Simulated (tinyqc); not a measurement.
Worked calculation: Hubbard chain of 2 sites. Computed by tinyqc, a small Python program that keeps every step. Settings: hopping = 1.94, U = 7.8, mixing = 1, iteration cap = 77. Command: `OMP_NUM_THREADS=1 python tinyqc.py 23961 23962 out.jsonl` (the two numbers bound the seeds that draw the settings). One thread of a shared host (Intel(R) Xeon(R) Processor @ 2.60GHz), about 0.1 s of CPU time with the checks. Later iterations appear only in the table of the cycle.

## Mean-field iteration 1

one-body matrix (hopping and site energies) (eV):
```
           1          2
1   0.620000  -1.940000
2  -1.940000  -0.490000
```

U = 7.800000 eV

electrons, up and down: 1  1

mixing = 1

n(up) at the start (a guess, not normalised): 1 0.950000, 2 0.050000

n(down) at the start (a guess): 1 0.050000, 2 0.950000

H(up) = T + U n(down), H(down) = T + U n(up); fill the lowest levels; n(new) = n + mixing (n(out) - n); E = tr T (rho up + rho down) + U sum n_up n_down of the output.

levels, up (eV): 0.430085  7.499915

levels, down (eV): -0.539201  8.469201

energy = -0.849494 eV

n(up) after iteration 1: 1 0.917973, 2 0.082027

n(down) after iteration 1: 1 0.048755, 2 0.951245

## Mean-field iteration 2

As before.

levels, up (eV): 0.421960  7.508040

levels, down (eV): -0.315103  8.245103

energy = -0.850815 eV

n(up) after iteration 2: 1 0.918386, 2 0.081614

n(down) after iteration 2: 1 0.054311, 2 0.945689

## Mean-field iteration 3

As before.

levels, up (eV): 0.458145  7.471855

levels, down (eV): -0.317971  8.247971

energy = -0.850893 eV

n(up) after iteration 3: 1 0.916524, 2 0.083476

n(down) after iteration 3: 1 0.054234, 2 0.945766

## Convergence

Each step fills the lowest levels of T + U n(other spin) and sets n(new) = n + mixing (n(out) - n); stop when output and input agree to 1e-8.

Course of the cycle:

| iteration | E (eV) | largest \|n(out) - n(in)\| | mean \|n_up - n_down\| |
|---|---|---|---|
| 1 | -0.84949372 | 3.20e-02 | 0.869219 |
| 2 | -0.85081457 | 5.56e-03 | 0.864075 |
| 3 | -0.85089287 | 1.86e-03 | 0.862290 |
| 4 | -0.85089781 | 3.49e-04 | 0.861967 |
| 5 | -0.85089813 | 1.19e-04 | 0.861853 |
| 6 | -0.85089815 | 2.24e-05 | 0.861832 |
| 7 | -0.85089815 | 7.65e-06 | 0.861824 |
| 8 | -0.85089815 | 1.44e-06 | 0.861823 |
| 9 | -0.85089815 | 4.92e-07 | 0.861823 |
| 10 | -0.85089815 | 9.28e-08 | 0.861823 |
| 11 | -0.85089815 | 3.16e-08 | 0.861822 |
| 12 | -0.85089815 | 5.96e-09 | 0.861822 |

local moments n_up - n_down: 1 0.861822, 2 -0.861822

Converged in 12 iterations. Before convergence this energy mixes input and output and is not variational, so it may rise towards its limit.

## The many-body Hamiltonian

Basis: all placements (u, d, 2, 0 on each site), up operators ordered before down ones; hops carry the sign of the same-spin electrons passed.

H (eV), lower triangle:
```
           20         ud         du        02
20   9.040000
ud  -1.940000   0.130000
du  -1.940000   0.000000   0.130000
02   0.000000  -1.940000  -1.940000  6.820000
```

## Exact diagonalisation (4 states)

Lowest levels of the sector, and the double occupancy of the lowest state.

lowest levels (eV): -1.490539  0.130000  7.445399  10.035139

double occupancy per site = 0.075143

The mean-field solution above lies 0.6396 eV above the exact energy.
